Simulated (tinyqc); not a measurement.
Vertical double-diffused power MOSFET, components of the on-resistance: two steps of the calculation.

Stripe cells of pitch Wp + a, two channels a cell. Current flows through the channels, spreads in the accumulation layer, passes the gap between the p bodies and spreads at 45 degrees into the drift layer below them. Low drain voltage, full ionisation.

Parameters, values chosen for the exercise; bulk values close to those of gallium nitride:

| symbol | value | unit | meaning |
|---|---|---|---|
| T | 300 | K | temperature |
| eps_r | 9.38 |  | relative permittivity |
| Kc | 25900 | V/cm per (cm^-3)^(1/8) | critical-field constant |
| BV | 6500 | V | rated breakdown voltage of the drift layer |
| mud | 910 | cm^2/(V s) | drift mobility at 300 K |
| bt | 2.2 |  | temperature exponent of the drift mobility |
| tox | 51 | nm | gate oxide thickness (eps_r 3.9) |
| Vov | 7 | V | gate overdrive |
| mch | 28 | cm^2/(V s) | channel mobility |
| mac | 66 | cm^2/(V s) | accumulation-layer mobility |
| Lc | 0.7 | um | channel length |
| Wp | 2.8 | um | width of the p body in one cell, channels included |
| a | 2.2 | um | gap between neighbouring p bodies |
| xp | 1.9 | um | depth of the p body |
| Nj | 2 |  | doping of the gap over the drift doping |
| Vbi | 3.09 | V | built-in voltage of the body junction |
| Rs | 0.45 | mohm cm^2 | substrate and contact resistance |

Constants: q = 1.602176634e-19 C, eps0 = 8.8541878128e-14 F/cm where lengths are in cm. Results are converted to the units shown.

Task 1. Drift layer. Triangular field at breakdown with Ec = Kc N^(1/8): BV = eps0 eps_r Ec^2/(2 q N), so N = (eps0 eps_r Kc^2/(2 q BV))^(4/3); W = 2 BV/Ec; mu = mud (T/300 K)^(-bt); rho = 1/(q mu N); ideal resistance rho W.

Give: N; Ec; W; mu; rho; ideal resistance.

Result 1.

N = 1.723e15 cm^-3
Ec = 2.079 MV/cm
W = 62.53 um
mu = 910.0 cm^2/(V s)
rho = 3.980 ohm cm
ideal resistance = 24.89 mohm cm^2

Task 2. Components of the on-resistance. Pitch p = Wp + a, Cox = 3.9 eps0/tox; zero-bias depletion in the gap w0 = sqrt(2 eps0 eps_r Vbi/(q N Nj)), open gap g = a - 2 w0; R_ch = Lc p/(2 mch Cox Vov); R_acc = 0.6 a p/(4 mac Cox Vov), 0.6 being an empirical factor for current leaving the layer along its length; R_gap = (rho/Nj) xp p/g; spreading depth t = min(W, (p - g)/2); R_drift = (rho p/2) ln((g + 2 t)/g) + rho (W - t); R_on = the sum with Rs.

N = 1.7234412e15 cm^-3
W = 62.530806 um
mu = 910 cm^2/(V s)
rho = 3.9797129 ohm cm

Give: w0; g; components; R_on; shares.

Result 2.

w0 = 0.96405 um
g = 0.27189 um
components (mohm cm^2): channel 1.3187, accumulation 0.52747, gap 6.9527, drift 26.842, substrate 0.45000
R_on = 36.090 mohm cm^2
shares (%): channel 3.654, accumulation 1.462, gap 19.265, drift 74.373, substrate 1.247

The drift term is the largest. R_on is 1.45 times the ideal drift resistance, and spreading raises the drift term to 1.08 times it.

tinyqc, about 0.01 s, one thread, Intel Xeon 2.30GHz (shared host): `OMP_NUM_THREADS=1 python tinyqc.py 2230011 2230012 out.jsonl`
